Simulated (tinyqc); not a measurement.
# Surface Green function of a dimerised chain, Sancho-Rubio decimation: effect of the broadening

A semi-infinite lead of cells 0, 1, 2, ... with H0 inside a cell and H1 = <cell i|H|cell i + 1>. Cell A, B with A at the surface; -t1 joins A and B, -t2 joins B to the next A. z = E + i eta.

Start with e_s = e = H0, a = H1, b = H1^dagger. Each round: g = (z - e)^(-1); e_s <- e_s + a g b; e <- e + a g b + b g a; a <- a g a; b <- b g b (all with the old a, b). Round k joins cells 2^k apart. Stop when the largest entry of the matrices a and b is below 1e-12 eV; g_s = (z - e_s)^(-1), bulk (z - e)^(-1), density of states -Im Tr/pi. The last column counts the steps of the plain recursion g <- (z - H0 - H1 g H1^dagger)^(-1), one cell a step from g = (z - H0)^(-1), until no entry changes by more than 1e-8 1/eV.

Values chosen for this exercise:
- E = -3.5 eV (energy)

H0 (eV):

|  | A | B |
|---|---|---|
| A | 0 | -3.33 |
| B | -3.33 | 0 |

H1 (eV):

|  | A | B |
|---|---|---|
| A | 0 | 0 |
| B | -2.7 | 0 |

Result of one run:

| eta (eV) | rounds | surface density of states (1/eV) | plain steps |
|---|---|---|---|
| 0.01 | 13 | 0.2213 | 2262 |

What becomes of these results when the broadening eta is changed from 0.01 to 0.03 eV, all else the same?

Result of the changed run:

| eta (eV) | rounds | surface density of states (1/eV) | plain steps |
|---|---|---|---|
| 0.03 | 12 | 0.2200 | 754 |

The whole series:

| eta (eV) | rounds | surface density of states (1/eV) | plain steps |
|---|---|---|---|
| 0.8 | 7 | 0.1759 | 28 |
| 0.3 | 8 | 0.2033 | 75 |
| 0.1 | 10 | 0.2155 | 226 |
| 0.05 | 11 | 0.2187 | 452 |
| 0.03 | 12 | 0.2200 | 754 |
| 0.01 | 13 | 0.2213 | 2262 |

The rounds go from 7 to 13 and the plain steps from 28 to 2262. Inside a band the plain recursion needs a number of steps that grows as 1/eta, the decimation only as log2(1/eta). The density of states tends to 0.2219 1/eV as eta goes to zero; the first row is 21 % below that and the last 0.29 % below it.

Numbers from tinyqc (`OMP_NUM_THREADS=1 python tinyqc.py 2680006 2680007 out.jsonl`; about 0.04 s on one thread of a shared Intel Xeon 2.30GHz).
